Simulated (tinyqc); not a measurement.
Hydrogen passivation of interface dangling bonds: competing passivation and dissociation with distributed barriers: one step, computed by the program tinyqc.

P_b + H2 gives P_bH + H at the rate k_f [H2]; P_bH gives P_b + H at the rate k_d. All defects start unpassivated. E_f and E_d are Gaussian and independent.

Problem. Single barriers. [H2] = solubility factor x p; a = k_f0 [H2] exp(-E_f/(k_B T)), d = k_d0 exp(-E_d/(k_B T)). For one pair of barriers the active share is y = [d + a exp(-(a + d) t)]/(a + d). Temperatures in kelvin are T(C) + 273.15.

Inputs (values chosen for the exercise, close to those used for P_b centres at the silicon-oxide interface):
```
quantity                                      value          unit
passivation prefactor k_f0                  9.4e-07        cm^3/s
mean passivation barrier E_f                   1.57            eV
spread sigma_f                                0.078            eV
dissociation prefactor k_d0                 1.4e+13           1/s
mean dissociation barrier E_d                  2.67            eV
spread sigma_d                                0.099            eV
H2 in the oxide per atm, solubility factor  8.7e+17  1/(cm^3 atm)
hydrogen pressure p                               1           atm
anneal temperature T                            475             C
anneal time t                                  2400             s
```

Constants: k_B = 8.617333262e-05 eV/K.

Give: passivation rate a; dissociation rate d; a t; steady active share d/(a + d); active share, single barriers.

Solution.

passivation rate a = 21.71 1/s

dissociation rate d = 1.446e-05 1/s

a t = 52100

steady active share d/(a + d) = 6.661e-07

active share, single barriers = 6.661e-07

Passivation has run its course, and the balance with dissociation sets the remainder. Caution: single-barrier shares below about 1e-3 are formal; measured passivation levels off well above them.
